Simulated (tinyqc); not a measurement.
Planar ballistic transistor, top-of-the-barrier model: two steps of the calculation.

At the top of the source barrier, states moving towards the drain are filled by the source (Fermi level 0) and states moving back by the drain (Fermi level -q Vd); nothing scatters. U is the shift of the band edge there, set by the capacitances CG, CD and CS (the total) and by the charge. Parabolic two-dimensional band; the source is grounded.

Parameters, values chosen for the exercise; mass and valleys close to those of germanium: temperature T = 200 K; effective mass m = 0.115 m0; valley degeneracy gv = 4; relative permittivity of the gate insulator eox = 22; insulator thickness tox = 3.6 nm; gate control CG/CS aG = 0.92; drain control CD/CS aD = 0.066; band edge at the barrier top above the source Fermi level at zero bias E0 = 0.26 eV; gate voltage Vg = 0.7 V; drain voltage Vd = 0.2 V.

Constants: q = 1.602176634e-19 C, kB = 1.380649e-23 J/K, hbar = 1.054571817e-34 J s, m0 = 9.1093837015e-31 kg, Vt = kB T/q, eps0 = 8.8541878128e-14 F/cm where lengths are in cm. Results are converted to the units shown.

Problem 1. Density of states, capacitances and charge at zero bias. N0 = gv m kB T/(pi hbar^2), CG = eps0 eox/tox, vT = sqrt(2 kB T/(pi m)), CS = CG/aG, n0 = n at U = 0 and Vd = 0. eta1 = -(E0 + U)/Vt, eta2 = eta1 - Vd/Vt, n = (N0/2)[F_0(eta1) + F_0(eta2)], F_0(x) = ln(1 + exp x). UL = -(aG Vg + aD Vd).

Wanted: N0; CG; CS; n0; UL.

Solution 1.

N0 = 3.3118e12 cm^-2
CG = 5.4109 uF/cm^2
CS = 5.8814 uF/cm^2
n0 = 9.2971e5 cm^-2
UL = -0.65720 eV

Problem 2. Self-consistent potential at the barrier top. U(out) = UL + q (n - n0)/CS. Newton step: U(new) = U + (U(out) - U)/(1 + CQ/CS), CQ = (q/Vt) dn/d(eta1) with both F' summed; F_0'(x) = 1/(1 + exp(-x)).

U after iteration 1 = -0.40766818 eV
N0 = 3.3117528e12 cm^-2
CS = 5.8814049 uF/cm^2
n0 = 9.2970723e5 cm^-2
UL = -0.6572 eV

Give: eta1; eta2; n; U(out); CQ; U after iteration 2.

Solution 2.

eta1 = 8.5681
eta2 = -3.0364
n = 1.4266e13 cm^-2
U(out) = -0.26858 eV
CQ = 16.096 uF/cm^2
U after iteration 2 = -0.37045 eV

Numbers from tinyqc (`OMP_NUM_THREADS=1 python tinyqc.py 2400121 2400122 out.jsonl`; about 0.01 s on one thread of a shared Intel Xeon 2.30GHz).
